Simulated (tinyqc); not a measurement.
From one set of inputs to another, one input at a time: rapid thermal processing of a wafer: radiative balance, ramp and cooling, pattern effects, pyrometer error and spike budget. Computed by tinyqc, a small Python program. Command: `OMP_NUM_THREADS=1 python tinyqc.py 3113625 3113626 out.jsonl rtp ladder`. One thread of a shared host (Intel(R) Xeon(R) Processor @ 2.30GHz), about 0.08 s of CPU time with the checks.

The wafer is opaque and uniform through its thickness unless said otherwise; temperatures in formulas are in kelvin (C + 273.15). sigma = 5.670374419e-12 W/(cm^2 K^4).

The inputs printed are set A. Inputs not listed in the table keep their values of set A, so the rows need not describe a real material.

Inputs (values chosen for the exercise, modelled on a hot silicon wafer):
```
quantity                                              value         unit
wafer thickness d                                       625   micrometre
heat capacity per volume C                             2.04   J/(cm^3 K)
thermal conductivity k                                 0.24     W/(cm K)
emissivity eps of each face                            0.69            -
reflectivity of the chamber walls r                    0.73            -
gas heat-transfer coefficient h, both faces together    1.7  mW/(cm^2 K)
wall temperature T_w                                    300            K
process temperature                                     906            C
starting temperature                                    550            C
ramp rate                                               380          K/s
relative change of absorptivity over a pattern          7.3            %
period of the pattern                                     5           mm
pyrometer wavelength                                    4.5   micrometre
error of the assumed emissivity                         3.2            %
activation energy of the process E_a                   1.24           eV
```

Constants: k_B = 8.617333262e-05 eV/K; h = 6.62607015e-34 J s; c = 299792458 m/s; k_B = 1.380649e-23 J/K.

Method:
- Effective emissivity between parallel grey plates: eps_eff = 1/(1/eps + 1/(1 - r) - 1). Loss per area q(T) = 2 eps_eff sigma (T^4 - T_w^4) + h (T - T_w).
- Absorbed power during a ramp = q(T) + C d x ramp rate; thermal time constant tau = C d/(dq/dT), dq/dT = 8 eps_eff sigma T^3 + h; natural cooling rate q/(C d); front-to-back difference under one-sided heating at the end of the ramp = (absorbed power) d/(2 k).
- At steady state a sinusoidal change of absorbed power of relative amplitude a and period p gives the temperature amplitude a q/(dq/dT + k d (2 pi/p)^2); healing length l = sqrt(k d/(dq/dT)); process change = E_a dT/(k_B T^2). Emissivity is taken as unchanged.
- Signal proportional to eps/(exp(c2/(lambda T)) - 1), c2 = h c/k_B. If the assumed emissivity is too high by the given error, the reading T' solves (1 + error)/(exp(c2/(lambda T')) - 1) = 1/(exp(c2/(lambda T)) - 1). Wien estimate: T' - T = -lambda T^2 ln(1 + error)/c2. Process rates go as exp(-E_a/(k_B T)).

Each row keeps all changes above it:
```
input moved                                                         from      to  holding power q (W/cm^2)  amplitude (K)  reading less true temperature (K)
set A                                                                  -       -                     6.752         0.2064                            -12.664
ramp rate (K/s)                                                      380      38                     6.752         0.2064                            -12.664
gas heat-transfer coefficient h, both faces together (mW/(cm^2 K))   1.7     2.2                     7.191         0.2198                            -12.664
wafer thickness d (micrometre)                                       625     525                     7.191         0.2612                            -12.664
emissivity eps of each face                                         0.69    0.63                     7.022         0.2551                            -12.664
pyrometer wavelength (micrometre)                                    4.5     3.8                     7.022         0.2551                            -11.004
reflectivity of the chamber walls r                                 0.73  0.0054                    15.641         0.5601                            -11.004
period of the pattern (mm)                                             5      15                    15.641         4.2294                            -11.004
```

Holding power q goes from 6.75 to 15.6, a factor 2.32 in all. The largest single move comes from reflectivity of the chamber walls r (a factor 2.23). Amplitude goes from 0.206 to 4.23, a factor 20.5 in all. The largest single move comes from period of the pattern (a factor 7.55). Reading less true temperature goes from -12.7 to -11.0, +1.66 in all. The largest single move comes from pyrometer wavelength (+1.66). The single moves hold for this order of the switches; the total does not depend on the order.

Caution (all rows): below about 600 C lightly doped silicon is partly transparent at this wavelength, so its emissivity is not yet the hot value early in the ramp.

Extremes, crossings and ranges named in words are read from the listed rows.
